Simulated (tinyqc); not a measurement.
Worked calculation: nudged elastic band on a two-dimensional model surface. Computed by tinyqc, a small Python program that keeps every step. Command: `OMP_NUM_THREADS=1 python tinyqc.py 3017124 3017125 out.jsonl neb walk`. One thread of a shared host (Intel(R) Xeon(R) Processor @ 2.30GHz), about 0.1 s of CPU time with the checks. Intermediate numbers are printed to about 6 digits and carried at full precision; extremes and crossings named in words are read from the listed rows.

V(x, y) = -A (cos kx + cos ky) - B cos kx cos ky + (C sin ky + S sin kx)(1 - cos kx), k = 2 pi/a; the atom hops from the minimum at (0, 0) to that at (a, 0).

Inputs (values chosen for the exercise, for a model surface):

| quantity | value | unit |
|---|---|---|
| amplitude A | 0.39 | eV |
| amplitude B | -0.089 | eV |
| skew C | 0.046 | eV |
| asymmetry S | -0.068 | eV |
| period a | 3.9 | angstrom |
| movable images n | 6 | - |
| spring constant k_s | 0.52 | eV/angstrom^2 |
| step factor eta | 0.26 | angstrom^2/eV |
| iteration cap | 600 | - |

Surface: adatom on a square lattice. Climbing image: on.

## Stationary points

Newton steps x(new) = x - H^-1 grad V (moves limited to 0.3 angstrom) from (0, 0), (a, 0) and (a/2, 0) give the two minima and the saddle.

positions (angstrom):
```
              x         y
start   0.00000   0.00000
end     3.90000   0.00000
saddle  2.19120  -0.11505
```

energies (eV): start -0.691000, end -0.691000, saddle -0.070066

barrier from the start = 0.620934 eV

## Straight-line start

Images are spaced evenly on the line between the minima.

images at the start (angstrom):
```
               x        y
image 1  0.55714  0.00000
image 2  1.11429  0.00000
image 3  1.67143  0.00000
image 4  2.22857  0.00000
image 5  2.78571  0.00000
image 6  3.34286  0.00000
```

energies above the start (eV): 0.093313  0.286932  0.516105  0.628278  0.449026  0.133347

The highest image lies +0.0073 eV from the true barrier.

## Iteration 1

Tangent at image i: towards the higher neighbour if the energies rise or fall through i; at a maximum or minimum, tau = t+ dmax + t- dmin if V(i+1) > V(i-1), else t+ dmin + t- dmax, with t+ = R(i+1) - R(i), t- = R(i) - R(i-1) and dmax, dmin the larger and smaller of |V(i+1) - V(i)| and |V(i-1) - V(i)|; then normalise. Force F = -grad V + (grad V.tau) tau + k_s (|t+| - |t-|) tau. With a climbing image, the highest image feels instead F = -grad V + 2 (grad V.tau) tau and no spring. Update R(new) = R + eta F; the end points stay fixed.

unit tangents:
```
         x  y
image 1  1  0
image 2  1  0
image 3  1  0
image 4  1  0
image 5  1  0
image 6  1  0
```

forces (eV/angstrom):
```
                 x          y
image 1   0.000000  -0.027903
image 2   0.000000  -0.090600
image 3   0.000000  -0.140880
image 4  -0.043396  -0.140880
image 5   0.000000  -0.090600
image 6   0.000000  -0.027903
```

images after iteration 1 (angstrom):
```
               x         y
image 1  0.55714  -0.00725
image 2  1.11429  -0.02356
image 3  1.67143  -0.03663
image 4  2.21729  -0.03663
image 5  2.78571  -0.02356
image 6  3.34286  -0.00725
```

## Iteration 2

The formulas are those given above.

unit tangents:
```
               x         y
image 1  0.99957  -0.02925
image 2  0.99972  -0.02346
image 3  1.00000   0.00000
image 4  0.99996   0.00916
image 5  0.99974   0.02299
image 6  0.99957   0.02925
```

forces (eV/angstrom):
```
                  x           y
image 1  -0.0007766  -0.0299413
image 2  -0.0017977  -0.0747301
image 3  -0.0059468  -0.0959588
image 4  -0.0280115  -0.0969951
image 5  -0.0040267  -0.0780992
image 6   0.0009351  -0.0353602
```

images after iteration 2 (angstrom):
```
               x         y
image 1  0.55694  -0.01504
image 2  1.11382  -0.04299
image 3  1.66988  -0.06158
image 4  2.21001  -0.06185
image 5  2.78467  -0.04386
image 6  3.34310  -0.01645
```

## All iterations

Start on the straight line; stop when the largest force is below 1e-4 or above 1e6 eV/angstrom.

Course of the band:

| iteration | highest image (eV) | largest force (eV/angstrom) |
|---|---|---|
| 1 | 0.628278 | 1.47412e-01 |
| 2 | 0.624342 | 1.00959e-01 |
| 3 | 0.622484 | 6.89015e-02 |
| 4 | 0.621631 | 4.69774e-02 |
| 5 | 0.621245 | 3.34544e-02 |
| 6 | 0.621072 | 2.41678e-02 |
| 7 | 0.620995 | 1.78916e-02 |
| 8 | 0.620960 | 1.36654e-02 |
| 9 | 0.620945 | 1.03301e-02 |
| ... | ... | ... |
| 49 | 0.620934 | 1.82272e-04 |
| 50 | 0.620934 | 1.67835e-04 |
| 51 | 0.620934 | 1.54541e-04 |
| 52 | 0.620934 | 1.42300e-04 |
| 53 | 0.620934 | 1.31028e-04 |
| 54 | 0.620934 | 1.20649e-04 |
| 55 | 0.620934 | 1.11092e-04 |
| 56 | 0.620934 | 1.02293e-04 |
| 57 | 0.620934 | 9.41898e-05 |

Band at the end:

| image | x (angstrom) | y (angstrom) | E (eV) |
|---|---|---|---|
| 0 | 0.00000 | 0.000000 | 0.000000 |
| 1 | 0.54641 | -0.054866 | 0.090081 |
| 2 | 1.09395 | -0.095324 | 0.275271 |
| 3 | 1.64248 | -0.113952 | 0.497121 |
| 4 | 2.19120 | -0.115049 | 0.620934 |
| 5 | 2.76226 | -0.099599 | 0.457765 |
| 6 | 3.33252 | -0.065533 | 0.138243 |
| 7 | 3.90000 | 0.000000 | 0.000000 |

energy of the highest image = 0.620934 eV

iterations = 57

largest force at the end = 9.41898e-05 eV/angstrom

Converged in 57 iterations. The climbing image sits on the saddle, so its energy is the barrier.

## Plain band against climbing image

Images are counted without the end points, and convergence is judged on the largest force on an image. Each run starts on the straight line with the same k_s and eta, for at most 1500 iterations; errors are against the Newton saddle; a dash marks a run that did not reach 1e-4 eV/angstrom.

Error of the highest image (meV) and iterations:

| images | plain, error | plain, iterations | climbing, error | climbing, iterations |
|---|---|---|---|---|
| 2 | -87.146 | 23 | 0 | 34 |
| 3 | -27.662 | 22 | 0 | 33 |
| 4 | -11.718 | 22 | 0 | 47 |
| 5 | -27.652 | 23 | 0 | 51 |
| 6 | -0.752 | 23 | 0 | 57 |
| 8 | -0.287 | 24 | 0 | 70 |
| 10 | -2.014 | 26 | 0 | 115 |

The plain band underestimates the barrier by 0.29 to 87.15 meV, depending on how near an image falls to the saddle (worst for 2 images, best for 8). The climbing image is within about 0.001 meV in every converged run, so few images suffice for the barrier.

Checks made by the program: climbing image against the Newton saddle (relative difference below 1e-10).
